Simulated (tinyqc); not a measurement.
# MOS inversion layer, Poisson-Schroedinger loop: effect of the sheet density of depletion charge

Electrons confined at an insulator interface at z = 0, treated as a hard wall; parabolic valleys, Hartree approximation, no image or exchange terms. The depletion charge lies far deeper than the electrons and gives a uniform field q Nd/(eps0 eps_r); the gate balances all charge. Energies are counted from the band edge at the interface.

Schroedinger equation -(C/mz) psi'' + (V0 + U + dE for set B) psi = E psi, C = hbar^2/(2 m0), psi(0) = 0, on a uniform mesh of 800 nodes with a far wall at 94 nm, 8 levels a set; V0 = q Nd z/(eps0 eps_r); dU/dz = q (Ns - integral of n from 0 to z)/(eps0 eps_r), U(0) = 0; N_k = g md m0 q Vt/(pi hbar^2) ln(1 + exp((EF - E_k)/Vt)), g the number of valleys of the set, sum N_k = Ns. Triangular well: E_k = a_k (C F^2/mz)^(1/3), a_1 = 2.338107, a_2 = 4.087949, C = hbar^2/(2 m0), F in eV/nm. Fang-Howard (all electrons in the lowest level of set A): b^3 = 6 (mz1/C) q (Nd + 11 Ns/32)/(eps0 eps_r), centroid 3/b, level C b^2/(4 mz1) + (3/b) q (Nd + 11 Ns/16)/(eps0 eps_r). The centroid adds 3.9 z_av/eps_r to an oxide-equivalent thickness.

Inputs (values chosen for the exercise); masses and permittivity close to those of silicon (100): temperature T = 300 K; relative permittivity eps_r = 11.8; mass along z of valley set A (2 valley(s)) mz1 = 0.907 m0; in-plane density-of-states mass of set A md1 = 0.188 m0; mass along z of valley set B (4 valley(s)) mz2 = 0.19 m0; in-plane density-of-states mass of set B md2 = 0.425 m0; sheet density of electrons Ns = 6.5e11 cm^-2; extra shift of set B (strain) dE = 0 eV.

Constants: q = 1.602176634e-19 C, kB = 1.380649e-23 J/K, hbar = 1.054571817e-34 J s, m0 = 9.1093837015e-31 kg, Vt = kB T/q, eps0 = 8.8541878128e-14 F/cm where lengths are in cm, hbar^2/(2 m0) = 0.0380998212 eV nm^2. Results are converted to the units shown.

Effect of the sheet density of depletion charge:
columns A: Nd (cm^-2); B: A1 (meV); C: B1 (meV); D: EF (meV); E: share of A1 (%); F: share of set A (%); G: centroid z_av (nm); H: added oxide equivalent (nm); I: Fang-Howard centroid (nm)
```
A          B     C      D     E     F     G      H     I
1e11    39.2  60.8  -51.6  18.3  37.7  8.19   2.71  3.37
1.7e11  41.6  64.7  -46.2  20.6  39.7  6.86   2.27  3.15
3.1e11  46.3  72.3  -36.5  24.9  42.8  5.34   1.77  2.85
5.3e11  53.3  84.0  -23.6  31.2  46.8  4.15   1.37  2.54
9.4e11  65.5   105  -3.81  41.4  53.6  3.13   1.03  2.20
1.6e12  83.1   135   21.6  55.2  63.4  2.39  0.791  1.89
2.9e12   114   187   60.3  74.5  78.6  1.76  0.582  1.58
5e12     156   259    108  90.3  91.7  1.34  0.442  1.33
```

As Nd goes from 1e11 to 5e12, A1 rises from 39.2 to 156 meV, the share of A1 rises from 18.3 to 90.3 % and the centroid falls from 8.19 to 1.34 nm. A1 goes as Nd^(0.58) between the last two rows (a triangular well in the field of that charge alone gives 2/3). The Fang-Howard centroid is 59 % below the full one in the first row, where A1 holds 18.3 %, and 0.53 % below it in the last, where A1 holds 90.3 %. For Nd = 1e11, 1.7e11 the eighth level of a set still holds over 0.4 % of the electrons, so more levels and a farther wall would raise the centroid.

Computed by the program tinyqc: `OMP_NUM_THREADS=1 python tinyqc.py 2160125 2160126 out.jsonl`, one thread of a shared Intel Xeon 2.30GHz, about 0.8 s for the whole run.
